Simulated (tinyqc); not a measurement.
Speciation in dilute and buffered hydrofluoric acid, oxide etch rate and bath loading: one step, computed by the program tinyqc.

Concentrations stand for activities, NH4+ and Cl- are spectators, and water ionisation is neglected. H, F and HF2 denote the ions H+, F- and HF2-. The base temperature is 298 K.

Problem. One trial. Fluoride balance: [HF] + [F] + 2 [HF2] + 2 [H2F2] = HF added + NH4F added. Acid balance: [H] + [HF] + [HF2] + 2 [H2F2] = HF added + HCl added. For a trial [H], [HF] = [H][F]/K1, and the fluoride balance is a quadratic in [F]. Take pH = 3. The residual is the left side of the acid balance less the right.

Inputs (values chosen for the exercise, of the order of those for thermal oxide at room temperature):
```
quantity                 value   unit
HF added                 0.059  mol/L
NH4F added                   0  mol/L
HCl added                 0.48  mol/L
K1 = [H][F]/[HF]      0.000681  mol/L
K2 = [HF2]/([HF][F])       4.4  L/mol
K3 = [H2F2]/[HF]^2        2.44  L/mol
```

Give: [F]; [HF]; [HF2]; [H2F2]; residual.

Solution.

[F] = 0.020074 mol/L

[HF] = 0.029478 mol/L

[HF2] = 0.0026037 mol/L

[H2F2] = 0.0021202 mol/L

residual = -0.50168 mol/L

The residual is negative, so the pH lies below 3.
